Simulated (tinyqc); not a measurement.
Schottky barrier on an n-type semiconductor with a surface-enhanced doping, non-linear Poisson equation by Newton steps: one step of the calculation.

One dimension, metal at x = 0, donor density C(x) = Nd + N0 exp(-x/Ls). Energies are counted from the electron Fermi level of the semiconductor and the conduction-band edge is Ec = -psi, so n = Nc exp(psi/Vt); holes follow the Fermi level of the metal, at -V, so p = Nv exp((V - psi - Eg)/Vt). Ends: psi(0) = V - phiB and psi = Vt ln(Nd/Nc) deep inside. Boltzmann statistics, full ionisation, no current, no image force in the Poisson equation.

Task. Densities, residual and Jacobian diagonal. n_i = Nc exp(psi_i/Vt), p_i = Nv exp((V - psi_i - Eg)/Vt), rho_i = p_i - n_i + C_i, g_i = (n_i + p_i)/Vt. Box widths w_i = (h_(i-1) + h_i)/2 in cm. Residual F_i = a_i (psi_(i+1) - psi_i) - a_(i-1) (psi_i - psi_(i-1)) + q rho_i w_i; Jacobian: a_(i-1) and a_i beside the diagonal, b_i = -a_(i-1) - a_i - q g_i w_i on it. The two end nodes are fixed.

Values chosen for this exercise; band and dielectric values those of a made-up semiconductor:
- T = 300 K (temperature)
- Eg = 1.08 eV (band gap)
- Nc = 5.51e17 cm^-3 (conduction-band density of states at T)
- Nv = 1.38e19 cm^-3 (valence-band density of states at T)
- V = 0 V (bias of the metal against the semiconductor)

Constants: q = 1.602176634e-19 C, kB = 1.380649e-23 J/K, Vt = kB T/q. Results are converted to the units shown.

| node | x (nm) | psi at the start (V) | donor density C (cm^-3) |
|---|---|---|---|
| 0 | 0 | -0.54000000 | 1.01e17 |
| 1 | 44 | -0.05631522 | 6.2387497e16 |
| 2 | 93.7 | -0.06849869 | 3.8942540e16 |
| 3 | 150 | -0.07916818 | 2.5774170e16 |
| 4 | 213 | -0.08693860 | 1.9083033e16 |
| 5 | 285 | -0.09158099 | 1.5946257e16 |
| 6 | 366 | -0.09375352 | 1.4660940e16 |
| 7 | 458 | -0.09459059 | 1.4193833e16 |
| 8 | 562 | -0.09485676 | 1.4048440e16 |
| 9 | 679 | -0.09492727 | 1.4010179e16 |
| 10 | 812 | -0.09494287 | 1.4001728e16 |
| 11 | 961 | -0.09494562 | 1.4000237e16 |
| 12 | 1130 | -0.09494601 | 1.4000025e16 |
| 13 | 1320 | -0.09494606 | 1.4000002e16 |

| interval | coupling a_i (F/cm^2) |
|---|---|
| 0 | 2.9782268e-7 |
| 1 | 2.6366595e-7 |
| 2 | 2.3275662e-7 |
| 3 | 2.0800314e-7 |
| 4 | 1.8200275e-7 |
| 5 | 1.6178022e-7 |
| 6 | 1.4243693e-7 |
| 7 | 1.2600190e-7 |
| 8 | 1.1200169e-7 |
| 9 | 9.8527804e-8 |
| 10 | 8.7947637e-8 |
| 11 | 7.7539633e-8 |
| 12 | 6.8969463e-8 |

Wanted: n; p; residual F; diagonal b.

Result.

| node | n (cm^-3) | p (cm^-3) |
|---|---|---|
| 0 | 4.6725e8 | 1.1702e10 |
| 1 | 6.2387e16 | 87.646 |
| 2 | 3.8943e16 | 140.41 |
| 3 | 2.5774e16 | 212.15 |
| 4 | 1.9083e16 | 286.54 |
| 5 | 1.5946e16 | 342.90 |
| 6 | 1.4661e16 | 372.96 |
| 7 | 1.4194e16 | 385.24 |
| 8 | 1.4048e16 | 389.23 |
| 9 | 1.4010e16 | 390.29 |
| 10 | 1.4002e16 | 390.52 |
| 11 | 1.4000e16 | 390.57 |
| 12 | 1.4000e16 | 390.57 |
| 13 | 1.4000e16 | 390.57 |

| node | residual F (1e-7 C/cm^2) | diagonal b (F/cm^2) |
|---|---|---|
| 1 | -1.4726 | -2.3729e-6 |
| 2 | 0.0073 | -1.7756e-6 |
| 3 | 0.0087 | -1.3936e-6 |
| 4 | 0.0077 | -1.1883e-6 |
| 5 | 0.0049 | -1.0998e-6 |
| 6 | 0.0023 | -1.0902e-6 |
| 7 | 0.0009 | -1.1305e-6 |
| 8 | 0.0003 | -1.2001e-6 |
| 9 | 0.0001 | -1.2959e-6 |
| 10 | 0.0000 | -1.4100e-6 |
| 11 | 0.0000 | -1.5451e-6 |
| 12 | 0.0000 | -1.7039e-6 |

tinyqc, about 0.07 s, one thread, Intel Xeon 2.30GHz (shared host): `OMP_NUM_THREADS=1 python tinyqc.py 2020028 2020029 out.jsonl`
